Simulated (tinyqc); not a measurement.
Resistance of a source-drain extension with a graded tip: one step of the calculation.

y runs along the channel, the gate covers y > 0. The doping is N0 for y < y0 and N0 10^(-(y - y0)/la) beyond, uniform over the depth xj. Sheet conductance s(y) = q mu(N) max(N - Nch, 0) xj + (for y > 0) ma Cox Vo, with mu(N) = u0 + (u1 - u0)/(1 + (N/Nr)^au) and Cox = eps0 eox/tox. Current is taken as one-dimensional; depletion of the tip, spreading and the contact are left out. The metallurgical junction lies at yj, where N = Nch.

Task. Sheet resistances and junction position. yj = y0 + la log10(N0/Nch); sheet resistance of the full extension 1/[q mu(N0)(N0 - Nch) xj] and of the gate-induced layer 1/(ma Cox Vo); metallurgical length Lg - 2 yj; ye is where the doped and the gate-induced conductances are equal.

Inputs (values chosen for the exercise); mobility law close to that of electrons in silicon: relative permittivity of the gate insulator (close to silicon dioxide) eox = 3.9; insulator thickness tox = 4 nm; active doping of the extension far from the gate N0 = 8.1e19 cm^-3; lateral abruptness la = 5.6 nm/decade; position under the gate where the fall begins (gate edge at 0) y0 = 1.5 nm; depth of the extension xj = 12 nm; channel doping Nch = 9.8e17 cm^-3; gate overdrive Vo = 0.48 V; mobility of the gate-induced layer ma = 190 cm^2/(V s); mobility at low doping u1 = 1414 cm^2/(V s); mobility at high doping u0 = 68.5 cm^2/(V s); reference doping Nr = 9.2e16 cm^-3; exponent au = 0.711; gate length Lg = 60 nm.

Constants: q = 1.602176634e-19 C, eps0 = 8.8541878128e-14 F/cm where lengths are in cm. Results are converted to the units shown.

Wanted: yj; sheet resistance of the extension; sheet resistance of the induced layer; metallurgical length; ye; N at ye.

Result.

yj = 12.24 nm
sheet resistance of the extension = 820.1 ohm/square
sheet resistance of the induced layer = 1.270e4 ohm/square
metallurgical length = 35.53 nm
ye = 9.143 nm
N at ye = 3.497e18 cm^-3

The gate takes over 3.09 nm before the junction, where N is still 3.57 times the channel doping.

Computed by the program tinyqc: `OMP_NUM_THREADS=1 python tinyqc.py 2282073 2282074 out.jsonl`, one thread of a shared Intel Xeon 2.30GHz, about 0.03 s for the whole run.
